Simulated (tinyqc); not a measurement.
# From largest remaining step back to Preston coefficient K

Model: chemical-mechanical planarisation: Preston law, pattern density and step-height reduction. Computed by tinyqc, a small Python program. Command: `OMP_NUM_THREADS=1 python tinyqc.py 3015163 3015164 out.jsonl cmp inv`. One thread of a shared host (Intel(R) Xeon(R) Processor @ 2.30GHz), about 0.04 s of CPU time with the checks.

A row of 8 cells, repeated periodically, holds raised features that cover a share rho of each cell.

Inputs (values chosen for the exercise, close to those used for copper polishing):
```
quantity,value,unit
pressure P,28,kPa
platen and carrier speed,80,rpm
distance between the centres,14,cm
initial step height h0,150,nm
contact height h_c,32,nm
film above the raised areas z0,330,nm
cell size,0.83,mm
planarisation length,1.6,mm
polish time t,78,s
```

local pattern densities, cell by cell: [0.5, 0.2, 0.6, 0.8, 0.7, 0.7, 0.3, 0.25]

Method:
- With equal rotation speeds the relative speed is uniform, v = omega r_c; Preston rate R0 = K P v.
- The stiff pad averages the density: rho_eff(i) = sum_j w_ij rho_j / sum_j w_ij, w = exp(-2 d^2/L^2), L the planarisation length and d the distance between cell centres, summed over all periodic images of cell j.
- While h > h_c only raised areas polish, at R0/rho_eff, until t_c = rho_eff (h0 - h_c)/R0. After that h = h_c exp(-(t - t_c)/tau), tau = rho_eff h_c/R0; low areas polish at R0 (1 - h/h_c) and raised areas at R0 [1 + (1 - rho_eff) h/(rho_eff h_c)]. Removed from raised areas after t_c: h0 - h_c + R0 (t - t_c) + (1 - rho_eff)(h_c - h); from low areas: R0 (t - t_c) - rho_eff (h_c - h). Film left = z0 less the removal from raised areas.

Task: A run gave the result below. Find the Preston coefficient K, known to lie between 3.6e-14 and 7.8e-14 1/Pa.

largest remaining step = 11.99772 nm

Result:

Each step takes the trial c = (a f_b - b f_a)/(f_b - f_a), f being the result less the target and a, b, c the logarithms of the listed values; c replaces end b, the old b replaces a if the sign of f changed, and otherwise f_a is halved.

Scan of the range:
```
Preston coefficient K (1/Pa),largest remaining step (nm)
3.60e-14,20.4658
4.10e-14,11.5250
4.66e-14,6.0580
5.30e-14,2.9048
6.03e-14,1.2561
6.86e-14,0.4842
7.80e-14,0.1645
```

False position (Illinois rule, in the logarithm of the input) inside the bracket:
```
step,end a,end b,trial,largest remaining step (nm)
1,3.60000e-14,4.10000e-14,4.07191e-14,11.9029
2,3.60000e-14,4.07191e-14,4.06094e-14,12.0538
3,4.07191e-14,4.06094e-14,4.06501e-14,11.9975
4,4.06094e-14,4.06501e-14,4.06500e-14,11.9977
5,4.06094e-14,4.06500e-14,4.06500e-14,11.9977
6,4.06500e-14,4.06500e-14,4.06500e-14,11.9977
```

Largest remaining step falls at every point of a 13-point scan of the range (every second point is shown), so one value fits; it is bracketed by 3.60e-14 and 4.10e-14. Answer: Preston coefficient K = 4.065e-14 1/Pa.
